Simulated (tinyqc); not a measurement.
One-electron ion in a basis of Gaussians, step by step. One step of it, computed by the program tinyqc.

Task: Generalised eigenproblem. Solve H C = S C e through S^(-1/2); each column has its largest component positive (the first on a tie).

H = T + V (hartree), lower triangle:
```
           1          2          3
1  -1.034401
2  -0.950144  -1.263220
3  -0.607096  -1.124817  -1.177968
```

S, lower triangle:
```
          1         2         3
1  1.000000
2  0.733125  1.000000
3  0.317324  0.733210  1.000000
```

Give: eigenvalues of S; eigenvalues; coefficients.

Result:

eigenvalues of S: 0.110  0.683  2.208

eigenvalues (hartree): -1.366  -0.752  0.005

coefficients:
```
       1       2       3
1  0.174   1.202  -1.150
2  0.482  -0.448   2.237
3  0.476  -0.437  -1.543
```

For Z = 5 and l = 2 the exact lowest level is -Z^2/(2 n^2) with n = l + 1: -1.388889 hartree.
